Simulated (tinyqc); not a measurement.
Worked calculation: ion-assisted plasma etching: sheath, surface coverage, synergy and aspect-ratio dependence. Computed by tinyqc, a small Python program that keeps every step. Command: `OMP_NUM_THREADS=1 python tinyqc.py 3010552 3010553 out.jsonl etch walk`. One thread of a shared host (Intel(R) Xeon(R) Processor @ 2.30GHz), about 0.06 s of CPU time with the checks. Intermediate numbers are printed to about 6 digits and carried at full precision; extremes and crossings named in words are read from the listed rows.

Radicals adsorb on bare sites; ions remove covered sites with a high yield and bare sites by sputtering; a slow spontaneous reaction acts everywhere, walls included.

Inputs (values chosen for the exercise, close to those used for silicon in a halogen plasma):
```
quantity                                value       unit
plasma density n_e                    2.3e+11     1/cm^3
electron temperature T_e                  3.4         eV
ion mass M_i                               71          u
sheath voltage V                          440          V
radical density n                     1.9e+12     1/cm^3
radical mass M_n                         35.5          u
gas temperature T_g                       300          K
sticking coefficient s                   0.52          -
radicals per removed unit x                 3          -
yield slope b                            0.35  eV^(-1/2)
threshold E_th                             14         eV
sputter slope b_p                       0.026  eV^(-1/2)
sputter threshold E_p                      30         eV
spontaneous reaction probability k_c  0.00087          -
solid density N                         5e+22     1/cm^3
ion temperature T_i                      0.53         eV
aspect ratio A                             11          -
```

Feature: long trench.

Constants: e = 1.602176634e-19 C; u = 1.6605390666e-27 kg; k_B = 1.380649e-23 J/K; eps_0 = 8.8541878128e-12 F/m.

## Fluxes

Bohm speed u_B = sqrt(e T_e/M_i); ion flux G_i = 0.61 n_e u_B; radical flux G_n = n c/4 with c = sqrt(8 k_B T_g/(pi M_n)).

Bohm speed = 214952 cm/s

ion flux G_i = 3.01577e+16 1/(cm^2 s)

radical speed c = 42299.3 cm/s

radical flux G_n = 2.00922e+16 1/(cm^2 s)

flux ratio G_n/G_i = 0.666237

## Sheath and ion angles

Debye length lambda_D = sqrt(eps_0 T_e/(e n_s)) with n_s = 0.61 n_e, T_e in volts; Child-law sheath d = (sqrt2/3) lambda_D (2 V/T_e)^(3/4); ion energy E = V + T_e/2; angular spread = arctan(sqrt(T_i/E)).

Debye length = 36.5957 um

sheath thickness = 1113.21 um

ion energy E = 441.7 eV

angular spread = 1.98392 degrees

## Yields

Yields: Y = b (sqrt(E) - sqrt(E_th)) on covered sites, Y_p = b_p (sqrt(E) - sqrt(E_p)) on bare ones (zero below threshold).

yield Y = 6.04625

sputter yield Y_p = 0.404025

## Open-field etch rate

Steady coverage: s G_n (1 - theta) = x Y G_i theta; removal flux = Y G_i theta + Y_p G_i (1 - theta) + k_c G_n; rate = flux/N, 1 cm/s = 6e8 nm/min. Lateral rate = k_c G_n/N; anisotropy = 1 - lateral/vertical; synergy = vertical/(ions alone + radicals alone), with ions alone Y_p G_i/N and radicals alone the lateral rate.

coverage theta = 0.0187417

vertical rate = 184.692 nm/min

lateral rate = 0.209762 nm/min

anisotropy = 0.998864

synergy = 1.26135

The surface is nearly bare: radicals limit the ion-assisted part, and sputtering gives 78 % of the rate.

## Rate at the floor of the feature

Transmission of a long trench, rough form: K = (1 + ln(1 + A))/(1 + A + ln(1 + A)), walls that scatter diffusely without loss. With a loss probability S = s (1 - theta) at the floor, G_b/G_n = K/(K + S - K S); theta follows G_b, and the two are solved together. Ions are taken to reach the floor unshadowed; G_b replaces G_n in every term of the rate; A is depth over width.

transmission K = 0.240589

G_b/G_n = 0.380296

coverage at the floor = 0.00721114

rate at the floor = 161.018 nm/min

floor rate over open-field rate = 0.871819

The lag is 13 %. Caution: the trench transmission is an interpolation between the limits 1 and ln(A)/A, good to tens of per cent.

## Etch lag against aspect ratio

The formulas are those given above.

Floor of the feature:
```
A             K   G_b/G_n      theta  rate (nm/min)  relative rate
0.5    0.737597  0.845987  0.0159011        178.859       0.968421
1.0    0.628687  0.767647  0.0144499        175.880       0.952288
2.0    0.512030  0.671461  0.0126622        172.209       0.932415
5.0    0.358296  0.520251  0.0098388        166.413       0.901029
10.0   0.253614  0.397008  0.0075256        161.664       0.875315
20.0   0.168210  0.281085  0.0053399        157.176       0.851019
50.0   0.089781  0.159851  0.0030438        152.462       0.825496
100.0  0.053166  0.097623  0.0018611        150.034       0.812350
```

K falls by a factor 13.9 over the rows and the rate by 1.19. Among these rows the rate stays within 10 % of the open-field value up to A = 5, with an open-field coverage below one half; sputtering, which needs no radicals, carries much of the rate in the last rows. Caution: rows with A above about 1/(2 tan(ion spread)) or 1/sqrt(k_c), often 10 to 30, are formal: ion shadowing, radical loss on the walls, redeposition of sputtered material and, in fluorocarbon plasmas, polymer growth are left out and add to the lag.

## Yield per ion against the flux ratio

The ion flux is fixed and the radical flux set by the ratio; the removal per ion is the removal flux over G_i.

Open field:
```
G_n/G_i     theta  rate (nm/min)  removal per ion
0.3      0.008527         163.72          0.45240
1        0.027869         203.43          0.56214
3        0.079193         308.86          0.85346
10       0.222805         604.30          1.66984
30       0.462376        1099.78          3.03896
100      0.741388        1691.52          4.67410
300      0.895837        2069.86          5.71954
1000     0.966294        2434.12          6.72607
3000     0.988506        3109.17          8.59140
```

Coverage reaches one half at G_n/G_i = x Y/s = 34.9. Below that the ion-assisted part follows the radical flux, on top of the sputter floor Y_p = 0.404; above it the ion-assisted part saturates at Y = 6.05 per ion, and the further rise to 8.59 comes from the spontaneous reaction, which costs anisotropy.

Checks made by the program: series form 1/R = 1/(Y G_i) + x/(s G_n) of the ion-assisted part (relative difference below 1e-10).
